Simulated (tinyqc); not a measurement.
Atomic layer deposition: Langmuir saturation, growth per cycle and coating of deep features: one step, computed by the program tinyqc.

Precursor A sticks only on free sites, so a long enough pulse saturates; co-reactant B then frees the sites again.

Question. The first four cycles. One cycle from coverage th0: pulse A gives th1 = th_s + (th0 - th_s) exp(-(k_a + k_d) t), th_s = k_a/(k_a + k_d); the purge leaves th2 = th1 exp(-k_d t_p); pulse B converts c_B th2 into film and leaves th3 = (1 - c_B) th2. Growth = G c_B th2. Start from th0 = 0.

Inputs (values chosen for the exercise, modelled on titanium nitride from the chloride and ammonia):

| quantity | value | unit |
|---|---|---|
| growth per cycle at saturation G | 0.32 | angstrom |
| temperature T | 350 | C |
| pulse time t | 0.0068 | s |
| co-reactant completion per pulse c_B | 0.999 | - |
| purge time t_p | 9.7 | s |

k_a = 912.4846 1/s

k_d = 0.02769161 1/s

Give: Cycles.

Answer.

Cycles:

| cycle | th0 | th1 | th2 | th3 | growth (angstrom) |
|---|---|---|---|---|---|
| 1 | 0 | 0.9980 | 0.7629 | 7.629e-04 | 0.2439 |
| 2 | 7.629e-04 | 0.9980 | 0.7629 | 7.629e-04 | 0.2439 |
| 3 | 7.629e-04 | 0.9980 | 0.7629 | 7.629e-04 | 0.2439 |
| 4 | 7.629e-04 | 0.9980 | 0.7629 | 7.629e-04 | 0.2439 |
